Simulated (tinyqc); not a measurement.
Effect of the position of a charge sheet.

One sheet of 1.8e12 cm^-2 lies at the depth x from the gate; it shifts Vfb by -(q/eps0) Q s, with s = x/e2 in layer 2 and t2/e2 + (x - t2)/e1 in layer 1, and it induces the share s/(t1/e1 + t2/e2) of its image in the semiconductor.

Parameters, values chosen for the exercise:

| symbol | value | unit | meaning |
|---|---|---|---|
| t1 | 0.5 | nm | thickness of layer 1, next to the semiconductor |
| e1 | 7.72 |  | relative permittivity of layer 1 |
| t2 | 1.6 | nm | thickness of layer 2, next to the gate |
| e2 | 9.35 |  | relative permittivity of layer 2 |

Constants: q = 1.602176634e-19 C, eps0 = 8.8541878128e-14 F/cm where lengths are in cm. Results are converted to the units shown.

Results:

| x (nm) | shift (mV) | image in the semiconductor (%) |
|---|---|---|
| 0 | 0 | 0 |
| 0.26 | -9.057 | 11.79 |
| 0.53 | -18.46 | 24.03 |
| 1.05 | -36.58 | 47.61 |
| 1.31 | -45.63 | 59.40 |
| 1.58 | -55.04 | 71.64 |
| 1.84 | -65.86 | 85.72 |
| 2.1 | -76.83 | 100.0 |

Estimate the missing row, x = 0.79 nm.

Computed row:

| x (nm) | shift (mV) | image in the semiconductor (%) |
|---|---|---|
| 0.79 | -27.52 | 35.82 |

With this row back in the table: The shift grows from 0 at the gate to -76.8 mV at the semiconductor, by -34.8 mV/nm in layer 2 and -42.2 mV/nm in layer 1, the ratio of the permittivities. A sheet between the layers has 72.5 % of its full effect.

tinyqc, about 0.01 s, one thread, Intel Xeon 2.30GHz (shared host): `OMP_NUM_THREADS=1 python tinyqc.py 2010165 2010166 out.jsonl`
